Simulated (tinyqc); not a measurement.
Yield against design margin.

Cells fail independently with probability Q(k) = erfc(k/sqrt(2))/2 when the margin is k standard deviations, and Y = exp(-Nb Q(k)). phi = exp(-k^2/2)/sqrt(2 pi).  k = margin/s(dVT). With one spare that repairs any one cell, Y1 = exp(-x)(1 + x), x = Nb Q(k).

Inputs (values chosen for the exercise): number of cells Nb = 65536.

s(dVT) = 103 mV

Yield against design margin:
```
M (mV),k,Q(k),expected failures x,Y,Y1
400,3.8835,5.1483e-5,3.3740,0.034253,0.14982
430,4.1748,1.4915e-5,0.97748,0.37626,0.74404
450,4.3689,6.2428e-6,0.40913,0.66423,0.93598
470,4.5631,2.5201e-6,0.16516,0.84776,0.98777
500,4.8544,6.0385e-7,0.039574,0.96120,0.99924
530,5.1456,1.3331e-7,0.0087367,0.99130,0.99996
560,5.4369,2.7109e-8,0.0017766,0.99822,1.0000
600,5.8252,2.8515e-9,1.8687e-4,0.99981,1.0000
```

What does the comparison show?

Over a change of the margin from 400 to 600 mV, k goes from 3.88 to 5.83, the expected failures fall by 4.3 decades and the yield goes from 0.0343 to 0.9998. The spare helps most at M = 430 mV among the rows, where it lifts the yield from 0.376 to 0.744.

Program tinyqc, `OMP_NUM_THREADS=1 python tinyqc.py 2090024 2090025 out.jsonl`; Intel Xeon 2.30GHz, shared host, one thread, about 0.01 s.
